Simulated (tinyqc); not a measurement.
Doping and thickness from pinch-off voltage and conductance.

Inverse problem. A uniform channel has Vp = q Nd a^2/(2 eps0 eps_r) and G0 = q mu Nd a W/L. Find a and Nd.

Values chosen for this exercise; material values those of a made-up semiconductor:
- eps_r = 10.3 (relative permittivity of the semiconductor)
- mu = 3000 cm^2/(V s) (low-field mobility at this doping)
- L = 5 um (gate length)
- W = 50 um (gate width)

Constants: q = 1.602176634e-19 C, eps0 = 8.8541878128e-14 F/cm where lengths are in cm. Results are converted to the units shown.

Vp = 1.3945546 V
G0 = 5.4506049 mS

Solution. G0 gives the product Nd a and Vp gives Nd a^2; their ratio is a.

a = 140 nm
Nd = 8.10e16 cm^-3

Numbers from tinyqc (`OMP_NUM_THREADS=1 python tinyqc.py 2500136 2500137 out.jsonl`; about 0.06 s on one thread of a shared Intel Xeon 2.30GHz).
